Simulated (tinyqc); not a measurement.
Size effects in the resistivity of thin metal films and interconnect lines. Changing the grain-boundary reflection R. Computed by tinyqc, a small Python program. Command: `OMP_NUM_THREADS=1 python tinyqc.py 3015408 3015409 out.jsonl size sweep`. One thread of a shared host (Intel(R) Xeon(R) Processor @ 2.30GHz), about 0.01 s of CPU time with the checks.

Electrons lose their drift at surfaces (a share 1 - p of the hits) and at grain boundaries (reflection R), besides bulk scattering.

Inputs (values chosen for the exercise, modelled on nickel): bulk resistivity rho_b = 6.74 microohm cm; bulk mean free path lambda = 6.21 nm; specularity p = 0.11; film thickness h = 87 nm; grain size over thickness = 1.2.

Geometry: film.

Method:
- D = (ratio) h.
- Mayadas-Shatzkes: alpha = (lambda/D) R/(1 - R); rho_b/rho = 1 - 3 alpha/2 + 3 alpha^2 - 3 alpha^3 ln(1 + 1/alpha).
- Fuchs-Sondheimer film: rho_b/rho = 1 - (3/(2 kappa))(1 - p) int_0^1 (s - s^3)(1 - exp(-kappa/s))/(1 - p exp(-kappa/s)) ds, f = rho/rho_b, kappa = thickness/lambda, 80 Gauss-Legendre points.
- Both together (Mayadas-Shatzkes film): rho_b/rho = (rho_b/rho of the grains alone) - (6/(pi kappa))(1 - p) int_0^(pi/2) dphi int_0^1 ds (cos^2 phi/H^2)(s - s^3)(1 - exp(-kappa H/s))/(1 - p exp(-kappa H/s)), H = 1 + alpha/(cos phi sqrt(1 - s^2)), 40 x 80 Gauss-Legendre points.
- Sheet resistance rho/h; additive estimate rho_b (f_surface + f_grain - 1).

One run for each value:
```
grain-boundary reflection R  resistivity rho (microohm cm)  rho/rho_b from grains   alpha
0.05                                                 6.936                  1.005  0.0031
0.16                                                 7.018                  1.017  0.0113
0.26                                                 7.113                  1.031  0.0209
0.37                                                 7.251                  1.052  0.0349
0.48                                                 7.446                  1.081  0.0549
0.59                                                 7.743                  1.125  0.0856
0.69                                                 8.191                  1.192  0.1324
0.80                                                 9.187                  1.340  0.2379
```

What does the table show?

Over the rows, resistivity rho (microohm cm) rises from 6.94 to 9.19 (exponent d ln y / d ln x 0.010 between the first rows and 0.78 between the last); rho/rho_b from grains rises from 1.00 to 1.34 (exponent d ln y / d ln x 0.010 between the first rows and 0.79 between the last); alpha rises from 0.00313 to 0.238 (exponent d ln y / d ln x 1.1 between the first rows and 4.0 between the last).
